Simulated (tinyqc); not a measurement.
FCI on RHF in the sto-3g basis, for H4, spin multiplicity 1, step by step. One step of it, computed by the program tinyqc.

Problem. FCI: determinants and Hamiltonian. Slater-Condon rules over spin orbitals, with the nuclear repulsion added and E(HF) subtracted on the diagonal. Only determinants linked to the reference directly or through others are kept (one block of an abelian symmetry group), so some states are absent.

one-electron integrals over orbitals h = C^T H C (hartree):
$$\begin{pmatrix}
-1.705992 & 0.000000 & 0.083359 & 0.000000 \\
0.000000 & -1.658555 & 0.000000 & -0.084917 \\
0.083359 & 0.000000 & -0.986475 & 0.000000 \\
0.000000 & -0.084917 & 0.000000 & -0.822447
\end{pmatrix}$$

Two-electron integrals over orbitals (pq|rs), unique and non-zero (hartree):
```
(11|11) 0.440616    (21|21) 0.230541    (22|11) 0.443079    (22|22) 0.450686
(31|11) -0.025547   (31|22) -0.006582   (31|31) 0.097369    (32|21) 0.044649
(32|32) 0.088111    (33|11) 0.434784    (33|22) 0.437526    (33|31) -0.011745
(33|33) 0.452816    (41|21) 0.006919    (41|32) -0.081014   (41|41) 0.085616
(42|11) 0.036137    (42|22) 0.019562    (42|31) -0.097247   (42|33) 0.017256
(42|42) 0.101079    (43|21) -0.222066   (43|32) -0.045948   (43|41) -0.004623
(43|43) 0.235774    (44|11) 0.453135    (44|22) 0.455402    (44|31) -0.029340
(44|33) 0.466585    (44|42) 0.039516    (44|44) 0.490167
```

nuclear repulsion = 2.29663950 hartree

Hartree-Fock energy = -2.22991504 hartree

Give: determinants; H - E(HF) between determinants.

Solution.

Occupation strings over the orbitals (2 doubly, a alpha, b beta, 0 empty; spin orbitals ordered 1a 1b 2a 2b ...): 2200 2a0b a2b0 2b0a b2a0 aabb 2020 abab 2002 abba baab 0220 baba 0202 bbaa a0b2 0a2b b0a2 0b2a 0022

H - E(HF) between determinants (hartree):
```
         2200     2a0b     a2b0     2b0a     b2a0     aabb     2020     abab
2200   0.0000   0.0000   0.0000   0.0000   0.0000   0.0162   0.0881   0.0810
2a0b   0.0000   1.0059   0.1248  -0.1011   0.0972  -0.0265  -0.0459   0.0446
a2b0   0.0000   0.1248   0.8450   0.0972  -0.0974  -0.0340  -0.0446   0.0459
2b0a   0.0000  -0.1011   0.0972   1.0059   0.1248   0.0000   0.0459  -0.0046
b2a0   0.0000   0.0972  -0.0974   0.1248   0.8450   0.0000   0.0446  -0.0069
aabb   0.0162  -0.0265  -0.0340   0.0000   0.0000   1.5773  -0.0810  -0.0881
2020   0.0881  -0.0459  -0.0446   0.0459   0.0446  -0.0810   1.5795  -0.1411
abab   0.0810   0.0446   0.0459  -0.0046  -0.0069  -0.0881  -0.1411   1.8451
2002   0.1011   0.0200   0.0000  -0.0200   0.0000   0.0972   0.2358  -0.2221
abba  -0.0972   0.0000  -0.0189   0.0228   0.0000  -0.1011   0.2221  -0.2358
baab  -0.0972  -0.0228   0.0000   0.0000   0.0189  -0.0974   0.2221  -0.2305
0220   0.0974   0.0000   0.0138   0.0000  -0.0138   0.0972   0.2305  -0.2221
baba   0.0810   0.0046   0.0069  -0.0446  -0.0459  -0.0856  -0.1411   0.0000
0202   0.0856  -0.0069  -0.0046   0.0069   0.0046  -0.0810   0.0000  -0.1411
bbaa   0.0162   0.0000   0.0000   0.0265   0.0340   0.0000  -0.0810  -0.0856
a0b2   0.0000  -0.0972   0.1011   0.0162   0.0000  -0.0011   0.0046  -0.0459
0a2b   0.0000   0.0974  -0.0972   0.0000   0.0162   0.0090   0.0069  -0.0446
b0a2   0.0000   0.0162   0.0000  -0.0972   0.1011   0.0000  -0.0046   0.0069
0b2a   0.0000   0.0000   0.0162   0.0974  -0.0972   0.0000  -0.0069   0.0046
0022   0.0000   0.0000   0.0000   0.0000   0.0000   0.0162   0.0856   0.0810

         2002     abba     baab     0220     baba     0202     bbaa     a0b2
2200   0.1011  -0.0972  -0.0972   0.0974   0.0810   0.0856   0.0162   0.0000
2a0b   0.0200   0.0000  -0.0228   0.0000   0.0046  -0.0069   0.0000  -0.0972
a2b0   0.0000  -0.0189   0.0000   0.0138   0.0069  -0.0046   0.0000   0.1011
2b0a  -0.0200   0.0228   0.0000   0.0000  -0.0446   0.0069   0.0265   0.0162
b2a0   0.0000   0.0000   0.0189  -0.0138  -0.0459   0.0046   0.0340   0.0000
aabb   0.0972  -0.1011  -0.0974   0.0972  -0.0856  -0.0810   0.0000  -0.0011
2020   0.2358   0.2221   0.2221   0.2305  -0.1411   0.0000  -0.0810   0.0046
abab  -0.2221  -0.2358  -0.2305  -0.2221   0.0000  -0.1411  -0.0856  -0.0459
2002   2.0418   0.1248   0.1248   0.0000  -0.2221   0.2305   0.0972   0.0038
abba   0.1248   1.8699   0.0000   0.1248  -0.2305   0.2221  -0.0974   0.0539
baab   0.1248   0.0000   1.8699   0.1248  -0.2358   0.2221  -0.1011   0.0000
0220   0.0000   0.1248   0.1248   1.7139  -0.2221   0.2358   0.0972   0.0000
baba  -0.2221  -0.2305  -0.2358  -0.2221   1.8451  -0.1411  -0.0881  -0.0069
0202   0.2305   0.2221   0.2221   0.2358  -0.1411   2.1249  -0.0810   0.0446
bbaa   0.0972  -0.0974  -0.1011   0.0972  -0.0881  -0.0810   1.5773   0.0000
a0b2   0.0038   0.0539   0.0000   0.0000  -0.0069   0.0446   0.0000   2.6322
0a2b   0.0000   0.0000   0.0403   0.0151  -0.0046   0.0459   0.0000   0.1248
b0a2  -0.0038   0.0000  -0.0539   0.0000   0.0459  -0.0446   0.0011  -0.0974
0b2a   0.0000  -0.0403   0.0000  -0.0151   0.0446  -0.0459  -0.0090   0.0972
0022   0.0974  -0.0972  -0.0972   0.1011   0.0810   0.0881   0.0162   0.0176

         0a2b     b0a2     0b2a     0022
2200   0.0000   0.0000   0.0000   0.0000
2a0b   0.0974   0.0162   0.0000   0.0000
a2b0  -0.0972   0.0000   0.0162   0.0000
2b0a   0.0000  -0.0972   0.0974   0.0000
b2a0   0.0162   0.1011  -0.0972   0.0000
aabb   0.0090   0.0000   0.0000   0.0162
2020   0.0069  -0.0046  -0.0069   0.0856
abab  -0.0446   0.0069   0.0046   0.0810
2002   0.0000  -0.0038   0.0000   0.0974
abba   0.0000   0.0000  -0.0403  -0.0972
baab   0.0403  -0.0539   0.0000  -0.0972
0220   0.0151   0.0000  -0.0151   0.1011
baba  -0.0046   0.0459   0.0446   0.0810
0202   0.0459  -0.0446  -0.0459   0.0881
bbaa   0.0000   0.0011  -0.0090   0.0162
a0b2   0.1248  -0.0974   0.0972   0.0176
0a2b   2.4652   0.0972  -0.1011   0.0351
b0a2   0.0972   2.6322   0.1248  -0.0176
0b2a  -0.1011   0.1248   2.4652  -0.0351
0022   0.0351  -0.0176  -0.0351   3.2465
```
